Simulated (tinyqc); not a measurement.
Six-band hole subbands of a thin body in a field, step by step. Values are carried at full precision from step to step, so a last printed digit may differ when a step is redone from the rounded ones.

Constants: hbar^2/2m0 = 3.80998211 eV angstrom^2.

Values chosen for the exercise (near those of a p-type Si channel; the results hold for these values, not for the real material):
```
symbol  value               unit        meaning
S       (7.7, -2.1, 12.51)  1/TPa       compliances s11, s12, s44
sx      -1.5                GPa         stress along the channel [1-10], negative in compression
b       -2.1                eV          tetragonal potential
d       -4.8                eV          trigonal potential
g1      4.3                             Luttinger gamma1
g2      0.34                            gamma2
g3      1.45                            gamma3
face    110                             surface
Dso     0.043               eV          spin-orbit splitting
t       75                  angstrom    body thickness
F       0.5                 MV/cm       field across the body
kmax    0.06                1/angstrom  end of the path
```

## Strain and its block

exx = eyy = (s11 + s12) sx/2, ezz = s12 sx, exy = -s44 sx/4 (1 GPa/TPa = 1e-3). With e0 the traceless part, B_XX = 2b e0xx - b (e0yy + e0zz) and B_XY = sqrt(3) d exy.

strain, rows x, y, z and columns alike:
$$\begin{pmatrix}
-0.004200 & 0.004691 & 0 \\
0.004691 & -0.004200 & 0 \\
0 & 0 & 0.003150
\end{pmatrix}$$

B (eV), rows X, Y, Z and columns alike:
$$\begin{pmatrix}
0.01544 & -0.03900 & 0 \\
-0.03900 & 0.01544 & 0 \\
0 & 0 & -0.03087
\end{pmatrix}$$

## Confinement masses without spin-orbit coupling

C(n n^T)/c has C_XX = (g1 + 4 g2) nx^2 + (g1 - 2 g2)(ny^2 + nz^2) and C_XY = 6 g3 nx ny, n the unit normal; its eigenvalues are the inverse masses along n.

C(n n^T)/c, rows X, Y, Z and columns alike:
$$\begin{pmatrix}
4.6400 & 4.3500 & 0 \\
4.3500 & 4.6400 & 0 \\
0 & 0 & 3.6200
\end{pmatrix}$$

masses (m0): [3.4483, 0.2762, 0.1112]

The heaviest mass, 3.45, comes from a near cancellation among the gammas, so a few per cent in them move it strongly.

## The matrix for one sine at q = 0

Basis X, Y, Z times spin, hole energies counted downwards from the unstrained edge (the hydrostatic shift is left out), c = hbar^2/2m0. For a symmetric tensor T let C(T) have C_XX = L Txx + M (Tyy + Tzz), C_XY = N Txy (cyclic), L = c (g1 + 4 g2), M = c (g1 - 2 g2), N = 6 c g3. k = q + kz n, n the unit normal, q = k1 u + k2 v with u along the channel [1-10] and v = n x u. H = C(k k^T) + (Dso/3)(1 - L.sigma) - B + e F z with (L_k)_ij = -i epsilon_kij; B is the block C built from the traceless strain with 2b, -b and sqrt(3) d in place of L, M, N. Strain: exx = eyy = (s11 + s12) sx/2, ezz = s12 sx, exy = -s44 sx/4. Hard walls at z = 0 and t; basis sin(j pi z/t), j = 1 to Nz: kz^2 = (j pi/t)^2, kz = -i D with D_jl = 4 j l/(t (j^2 - l^2)), z_jj = t/2 and z_jl = -8 t j l/(pi (j^2 - l^2))^2 for j + l odd; 1 MV/cm = 0.01 eV/angstrom.

Nz = 1, in meV.

H (meV), rows X+, Y+, Z+, X-, Y-, Z- and columns alike:
$$\begin{pmatrix}
217.42 & 68.08+14.33i & 0 & 0 & 0 & -14.33 \\
68.08-14.33i & 217.42 & 0 & 0 & 0 & 14.33i \\
0 & 0 & 256.90 & 14.33 & -14.33i & 0 \\
0 & 0 & 14.33 & 217.42 & 68.08-14.33i & 0 \\
0 & 0 & 14.33i & 68.08+14.33i & 217.42 & 0 \\
-14.33 & -14.33i & 0 & 0 & 0 & 256.90
\end{pmatrix}$$

## Its levels

Diagonalise; the levels come in pairs. Give each pair and its weights on X, Y, Z, summed over spin and averaged over the pair.

levels (meV): [146.34, 251.50, 293.90]

weights, rows X, Y, Z; columns pair 1, pair 2, pair 3:
$$\begin{pmatrix}
0.493 & 0.087 & 0.419 \\
0.493 & 0.087 & 0.419 \\
0.014 & 0.825 & 0.161
\end{pmatrix}$$

## More sines

The four lowest pairs at q = 0.

Hole energies (meV):
```
Nz  pair 1  pair 2  pair 3  pair 4
1   146.34  251.50  293.90       -
2    82.32  212.81  217.74  269.06
4    41.43  120.81  199.26  206.90
8    29.75   83.78  130.16  173.99
16   29.43   82.31  125.72  164.04
```

One sine is 116.92 meV off in the top subband, since the field mixes the sines. The second pair lies 52.9 meV deeper.

## Dispersion of the top subband

Nz = 14; the two lowest levels (spin-split where the field breaks inversion), in meV from their value at q = 0.

Energies (meV):
```
|q| (1/angstrom)     u a     u b    v a    v b
0.015               7.23    7.82   3.08   3.12
0.030              29.41   30.69  12.36  12.44
0.045              66.23   68.51  27.83  27.96
0.060             116.80  120.78  49.48  49.68
```

From the mean of each pair in the first row, c q^2/E gives 0.11 m0 along u and 0.28 m0 along v. The largest distance between a and b in the table is 3.98 meV.

## Checks

- Top level at q = 0 on (001) without field and stress against c (g1 - 2 g2)(pi/t)^2, eV: both 0.02420.
- Hermiticity, and E(q) against E(-q): they agree to 1e-10 or better.

Computed by tinyqc, a small Python program: `OMP_NUM_THREADS=1 python tinyqc.py 1252502 1252503 out.jsonl` (the numbers bound the seed that draws the inputs); one thread of a shared host (Intel(R) Xeon(R) Processor @ 2.30GHz), about 0.4 s for the whole set of steps.
